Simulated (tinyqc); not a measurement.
Read current of a NAND string, cells in series solved by shooting: effect of the pass voltage.

Cells in series, numbered from 0 at the source line (0 V) to the bit line, each followed by a gap resistance Rg. A cell with gate Vg, threshold VT, source Vs and drain Vd passes I = 2 nf K Vt^2 [F(Vs) - F(Vd)]/(1 + th max(Vg - VT, 0)), F(V) = ln^2(1 + exp((Vg - VT - nf V)/(2 nf Vt))). The selected cell has Vg = Vr, the others Vg = Vp.

For a trial current I start at 0 V and, cell by cell, solve for the drain: sqrt(F(Vd)) = sqrt(F(Vs) - I/k), k = 2 nf K Vt^2/(1 + th max(Vg - VT, 0)), Vd = [Vg - VT - 2 nf Vt ln(exp(sqrt F) - 1)]/nf, then add I Rg. The string current is the I for which the last node reaches Vbl. The apparent threshold is the Vr at which I = Is. Background: all other cells erased (VT = Ve) or all in the highest state (VT = Vh); ratio and shift are high over erased and high minus erased. The string has 128 cells and the selected one is cell 64.

Inputs (values chosen for the exercise); values of the order met in vertical NAND strings:
- T = 300 K (temperature)
- K = 4.2 uA/V^2 (gain factor of a cell)
- nf = 1.3 (slope factor)
- th = 0.08 1/V (mobility reduction factor)
- Rg = 3.6 kohm (resistance of the gap between cells)
- Vbl = 0.4 V (bit-line voltage)
- Ve = -1.2 V (threshold of an erased cell)
- Vh = 3.2 V (threshold of the highest state)
- Vx = 0.7 V (threshold of the selected cell)
- Is = 10 nA (sensing current)
- Vr = 1.93 V (read voltage on the selected word line)

Constants: q = 1.602176634e-19 C, kB = 1.380649e-23 J/K, Vt = kB T/q. Results are converted to the units shown.

Result of one run:

| Vp (V) | I, others erased (uA) | I, others high (uA) | ratio | apparent VT, erased (V) | apparent VT, high (V) | background shift (mV) |
|---|---|---|---|---|---|---|
| 5.8 | 0.05176 | 0.02448 | 0.4730 | 0.8015 | 0.8512 | 49.73 |

What becomes of these results when the pass voltage Vp is changed from 5.8 to 6.3 V, all else the same?

Result of the changed run:

| Vp (V) | I, others erased (uA) | I, others high (uA) | ratio | apparent VT, erased (V) | apparent VT, high (V) | background shift (mV) |
|---|---|---|---|---|---|---|
| 6.3 | 0.05396 | 0.02854 | 0.5288 | 0.7996 | 0.8382 | 38.64 |

The whole series:

| Vp (V) | I, others erased (uA) | I, others high (uA) | ratio | apparent VT, erased (V) | apparent VT, high (V) | background shift (mV) |
|---|---|---|---|---|---|---|
| 4.3 | 0.04425 | 0.01002 | 0.2265 | 0.8093 | 1.668 | 858.5 |
| 4.8 | 0.04691 | 0.01527 | 0.3256 | 0.8063 | 0.9050 | 98.73 |
| 5.3 | 0.04941 | 0.02007 | 0.4063 | 0.8037 | 0.8709 | 67.20 |
| 5.8 | 0.05176 | 0.02448 | 0.4730 | 0.8015 | 0.8512 | 49.73 |
| 6.3 | 0.05396 | 0.02854 | 0.5288 | 0.7996 | 0.8382 | 38.64 |
| 6.8 | 0.05605 | 0.03228 | 0.5760 | 0.7979 | 0.8289 | 31.04 |
| 7.3 | 0.05801 | 0.03576 | 0.6163 | 0.7964 | 0.8220 | 25.57 |

As Vp goes from 4.3 to 7.3 V, the current with erased neighbours rises from 0.0443 to 0.0580 uA, that with high neighbours rises from 0.0100 to 0.0358 uA and the ratio rises from 0.226 to 0.616. The background shift falls from 858 to 25.6 mV. A higher pass voltage also disturbs erased cells more, which this model leaves out.

tinyqc, about 0.8 s, one thread, Intel Xeon 2.30GHz (shared host): `OMP_NUM_THREADS=1 python tinyqc.py 2142265 2142266 out.jsonl`
